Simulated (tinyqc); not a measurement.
One-diode model of a solar cell: two steps of the calculation.

J is the current delivered and Vj = V + J Rs the junction voltage. J = X JL - J01 (exp(Vj/(n1 Vt)) - 1) - Vj/Rp. The photocurrent does not depend on voltage.

Parameters, values chosen for the exercise; values of the order met in cells of cadmium telluride: temperature T = 300 K; photocurrent at one sun JL = 25.6 mA/cm^2; concentration X = 50 suns; saturation current of the diode J01 = 5.3e-9 A/cm^2; ideality factor of the diode n1 = 1.78; series resistance Rs = 0.0052 ohm cm^2; shunt resistance Rp = 700 ohm cm^2; incident power at one sun Pin = 100 mW/cm^2.

Constants: q = 1.602176634e-19 C, kB = 1.380649e-23 J/K, Vt = kB T/q. Results are converted to the units shown.

Question 1. New Vj. Maximum power: dP/dVj = f = J (1 + 2 Rs G) - G Vj = 0. G = -dJ/dVj = J01 exp(Vj/(n1 Vt))/(n1 Vt) + 1/Rp. H = dG/dVj; f' = -2 G - 2 Rs G^2 + (2 Rs J - Vj) H; Vj(new) = Vj - f/f'.

Vj after iteration 1 = 0.77277759 V

Give: J; G; H; f; f'; Vj after iteration 2.

Answer 1.

J = 1175 mA/cm^2
G = 2.264 S/cm^2
H = 49.18 S/(cm^2 V)
f = -547.4 mA/cm^2
f' = -41.98 S/cm^2
Vj after iteration 2 = 0.7597 V

Question 2. Figures of merit. Jsc at V = 0, Voc at J = 0, the maximum power point where J (1 + 2 Rs G) = G Vj with G = -dJ/dVj; FF = Vmp Jmp/(Voc Jsc); efficiency Vmp Jmp/(X Pin). Empirical fill factor without parasitics FF0 = (v - ln(v + 0.72))/(v + 1), v = Voc/(n1 Vt).

Give: Jsc; Voc; Vmp; Jmp; FF; efficiency; FF0.

Answer 2.

Jsc = 1280.0 mA/cm^2
Voc = 0.88819 V
Vmp = 0.75102 V
Jmp = 1204.6 mA/cm^2
FF = 0.79573
efficiency = 18.093 %
FF0 = 0.80313

FF is 0.92 % below FF0. Removing one loss at a time changes the efficiency by: series resistance +0.15, shunt +0.02 points.

tinyqc, about 0.01 s, one thread, Intel Xeon 2.30GHz (shared host): `OMP_NUM_THREADS=1 python tinyqc.py 2280011 2280012 out.jsonl`
